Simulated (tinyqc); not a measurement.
Inside a calculation. Method: Hueckel theory of the pi electrons, for the molecule O=Cc1ccc2ccccc2c1C=O (SMILES; centres numbered as the heavy atoms are written). One step of it, computed by the program tinyqc.

Question. Energy, charges, bond orders. E = sum n x; q_r = z_r - P_rr; bond order p = P_rs; free valence = sqrt(3) - sum of p over the bonds of the atom.

x values: 2.427159  1.927627  1.692052  1.440333  1.199792  0.978751  0.660839  -0.130775  -0.652248  -0.897129  -1.217535  -1.449758  -1.836527  -2.402582

occupations: 2.000000  2.000000  2.000000  2.000000  2.000000  2.000000  2.000000  0.000000  0.000000  0.000000  0.000000  0.000000  0.000000  0.000000

charge and bond-order matrix P, lower triangle:
```
            1O         2C         3C         4C         5C         6C         7C         8C
1O    1.439632
2C    0.810113   0.682162
3C   -0.037522   0.432724   0.960513
4C   -0.195769   0.114047   0.569189   0.961453
5C   -0.021031  -0.055389   0.055872   0.717239   0.936753
6C    0.123191  -0.078785  -0.207283   0.031172   0.545427   0.978136
7C    0.005777   0.025976  -0.021799  -0.171612   0.026274   0.558812   0.988760
8C   -0.092708   0.062647   0.129223  -0.026696  -0.158228   0.017745   0.719933   0.986037
9C   -0.025038   0.012392   0.034034   0.142607  -0.035226  -0.239551   0.015021   0.604901
10C   0.083069  -0.053151  -0.126159   0.025505   0.061283  -0.014450  -0.354583   0.010317
11C   0.045221  -0.057144  -0.048719  -0.207483   0.046281   0.514249  -0.019154  -0.242445
12C  -0.222919   0.127533   0.580637  -0.059115  -0.299945   0.032968   0.067575  -0.023716
13C  -0.076656  -0.013403   0.127533  -0.081013  -0.128300  -0.027514   0.050204   0.028861
14O   0.146013  -0.076656  -0.222919   0.059539   0.195324  -0.015340  -0.067579   0.005747

            9C        10C        11C        12C       13C       14O
9C    0.981333
10C   0.717039   0.994515
11C   0.023500   0.567997   0.969527
12C  -0.151936   0.012961   0.511822   0.970909
13C  -0.068289  -0.081952   0.096030   0.456594  0.696543
14O   0.100863   0.015081  -0.168055  -0.051840  0.793335  1.453728
```

Centres:
```
centre  z_r, pi electrons of the neutral centre         h
1O                                            1  0.870000
2C                                            1  0.000000
3C                                            1  0.000000
4C                                            1  0.000000
5C                                            1  0.000000
6C                                            1  0.000000
7C                                            1  0.000000
8C                                            1  0.000000
9C                                            1  0.000000
10C                                           1  0.000000
11C                                           1  0.000000
12C                                           1  0.000000
13C                                           1  0.000000
14O                                           1  0.870000
```

Bonds:
```
i    j         k
1    2  0.980000
2    3         1
3    4         1
4    5         1
5    6         1
6    7         1
7    8         1
8    9         1
9   10         1
10  11         1
11  12         1
12  13         1
13  14  0.980000
12   3         1
11   6         1
```

Give: pi energy = 14 alpha + this times beta; pi charges; Bond orders and lengths from R = 1.517 - 0.180 p; free valence of the carbons; gap between the highest filled and the next level.

Answer.

pi energy = 14 alpha + this times beta = 20.653

pi charges: 1O -0.440, 2C 0.318, 3C 0.039, 4C 0.039, 5C 0.063, 6C 0.022, 7C 0.011, 8C 0.014, 9C 0.019, 10C 0.005, 11C 0.030, 12C 0.029, 13C 0.303, 14O -0.454

Bond orders and lengths from R = 1.517 - 0.180 p (angstrom, C-C alone):
```
bond       p      R
1-2    0.810      -
2-3    0.433  1.439
3-4    0.569  1.415
4-5    0.717  1.388
5-6    0.545  1.419
6-7    0.559  1.416
7-8    0.720  1.387
8-9    0.605  1.408
9-10   0.717  1.388
10-11  0.568  1.415
11-12  0.512  1.425
12-13  0.457  1.435
13-14  0.793      -
12-3   0.581  1.412
11-6   0.514  1.424
```

free valence of the carbons: 2C 0.489, 3C 0.150, 4C 0.446, 5C 0.469, 6C 0.114, 7C 0.453, 8C 0.407, 9C 0.410, 10C 0.447, 11C 0.138, 12C 0.183, 13C 0.482

gap between the highest filled and the next level = 0.792 |beta|
